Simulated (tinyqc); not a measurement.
Slater-Koster d bands of an fcc metal: one step. Levels and character. Two cases, with inputs chosen for the exercise.

Task: Diagonalise H; t2g is xy, yz, zx and eg the other two.

Case 1.

H(k) (eV), lower triangle:
```
               xy         yz        zx      x2-y2    3z2-r2
xy       0.251424
yz      -0.302624  -0.555711
zx      -0.251426  -0.338167  0.289150
x2-y2           0  -0.236340  0.284467  -0.173062
3z2-r2  -0.367053   0.136451  0.164237   0.333655  0.177802
```

Case 2.

H(k) (eV), lower triangle:
```
               xy         yz         zx     x2-y2    3z2-r2
xy      -0.844645
yz      -0.235702  -0.423982
zx      -0.156846  -0.101045  -0.335374
x2-y2           0  -0.163002   0.244953  0.431134
3z2-r2  -0.121256   0.094109   0.141424  0.033562  0.024417
```

Give: levels; weights.

Result:

Case 1.

levels (eV): -0.8453  -0.4896  0.0192  0.4228  0.8825

weights:
```
     band 1  band 2  band 3  band 4  band 5
t2g   0.901   0.265   0.416   0.835   0.583
eg    0.099   0.735   0.584   0.165   0.417
```

Case 2.

levels (eV): -1.0023  -0.4274  -0.3733  0.1102  0.5445

weights:
```
     band 1  band 2  band 3  band 4  band 5
t2g   0.999   0.825   0.893   0.163   0.120
eg    0.001   0.175   0.107   0.837   0.880
```

Computed by tinyqc, one run a case: `OMP_NUM_THREADS=1 python tinyqc.py N N+1 out.jsonl` with N = 1480084, 1481417; one thread of a shared Intel(R) Xeon(R) Processor @ 2.30GHz, about 0.05 s a run at most.
